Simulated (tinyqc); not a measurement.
## Trap depth and cross-section from two peaks

Inverse problem. A DLTS peak lies where ew = sn g T^2 exp(-Et/kB T), g = vth Nc/(300 K)^2. Find Et and sn.

Values chosen for this exercise:
- Nc = 5.6e17 cm^-3 (conduction-band density of states at 300 K)
- vth = 4.2e7 cm/s (thermal velocity at 300 K)

Constants: q = 1.602176634e-19 C, kB = 1.380649e-23 J/K. Results are converted to the units shown.

peak temperatures for ew = 5 and 2000 1/s (K): 249.66386  346.72200

Solution. The slope of ln(ew/T^2) against q/kB T is -Et, and the intercept is ln(sn g).

Et = 0.4100 eV
sn = 5.800e-17 cm^2

Numbers from tinyqc (`OMP_NUM_THREADS=1 python tinyqc.py 2050087 2050088 out.jsonl`; about 0.01 s on one thread of a shared Intel Xeon 2.30GHz).
